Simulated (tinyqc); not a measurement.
Round or elliptic silicon nanowire with anisotropic valleys (Ritz method), step by step. Values are carried at full precision from step to step, so a last printed digit may differ when a step is redone from the rounded ones.

Wire along x = [110] on a (001) wafer, y = [-110], z = [001]. Valley groups (w = inverse masses): A, two valleys along z: w_y = 1/mt, w_z = 1/ml, m_x = mt; B, four valleys in the wafer plane: w_y = (1/ml + 1/mt)/2, w_z = 1/mt, m_x = (ml + mt)/2.

Constants: hbar^2/2m0 = 3.80998211 eV angstrom^2; kB = 8.617333262e-05 eV/K.

Inputs chosen for the exercise (near those of a Si nanowire; not measured data): ml = 0.898 m0 (longitudinal mass); mt = 0.187 m0 (transverse mass); a = 31 angstrom (semi-axis along y); b = 37 angstrom (semi-axis along z); group = B (valley group worked out); T = 350 K (temperature).

## Stretching the ellipse

Scaling y by 1/sqrt(w_y) and z by 1/sqrt(w_z) makes the mass 1 and the semi-axes A = a/sqrt(w_y), B = b/sqrt(w_z). List them with the one-function estimate 3c (1/A^2 + 1/B^2) and the slender limit c (pi/2s)^2 (1 + 2s/(pi l)), s and l the smaller and larger of A, B; c = hbar^2/2m0.

Groups:
```
group,g,A,B,axis ratio,one function (eV),slender limit (eV)
A,2,13.41,35.06,2.616,0.0729,0.0650
B,4,17.25,16.00,1.078,0.0831,0.0584
```

The one-function value suits axis ratios near 1 and the slender limit ratios well above 2.

## Matrices of three even functions

Hard wall on the ellipse (y/a)^2 + (z/b)^2 = 1, c = hbar^2/2m0. With u = y/a, v = z/b the operator is -c [(w_y/a^2) d2/du2 + (w_z/b^2) d2/dv2] on the unit disc. Basis (1 - u^2 - v^2) u^i v^j; S, X and Y are the disc integrals of f f', (df/du)(df'/du) and (df/dv)(df'/dv), from the integral of u^p v^q = 2 Gamma((p+1)/2) Gamma((q+1)/2)/((p + q + 2) Gamma((p+q+2)/2)) for even p, q; H = c (w_y X/a^2 + w_z Y/b^2).

Basis 1, u^2, v^2 times (1 - u^2 - v^2); form S and H for the chosen group.

S, lower triangle:
```
,1,u^2,v^2
1,1.047198
u^2,0.130900,0.039270
v^2,0.130900,0.013090,0.039270
```

H (meV), lower triangle:
```
,1,u^2,v^2
1,86.9925
u^2,14.4987,12.1433
v^2,14.4987,1.8123,13.2295
```

## Lowest level in this basis

Solve H p = E S p for the wire level; give E, the ratios p2/p1 and p3/p1, and H11/S11.

E = 80.1 meV

ratios: -0.42  -0.37

one function = 83.1 meV

The two added functions lower the level by 3.0 meV (3.6 %); the two ratios are close, as the stretched shape is nearly a circle.

## Subbands

Converged values use 21 functions of each parity class (e or o in u, then in v).

The nine lowest levels of all groups and parity classes.

Subbands:
```
"group, parity",g,m_x (m0),E (eV)
A ee,2,0.1870,0.0685
B ee,4,0.5425,0.0801
A eo,2,0.1870,0.1068
A ee,2,0.1870,0.1573
B oe,4,0.5425,0.1956
B eo,4,0.5425,0.2108
A eo,2,0.1870,0.2210
A oe,2,0.1870,0.2380
A ee,2,0.1870,0.2984
```

At 350 K and without degeneracy the populations go as g sqrt(m_x) exp(-E/kB T): among these nine the lowest level holds 27 % and the light transport mass mt 36 % of the electrons.

## Checks

- Circle of radius a with both masses mt against c (2.404826/R)^2/m, eV: both 0.1226.

Program tinyqc; command `OMP_NUM_THREADS=1 python tinyqc.py 1250828 1250829 out.jsonl`; about 0.02 s on one thread of a shared Intel(R) Xeon(R) Processor @ 2.30GHz.
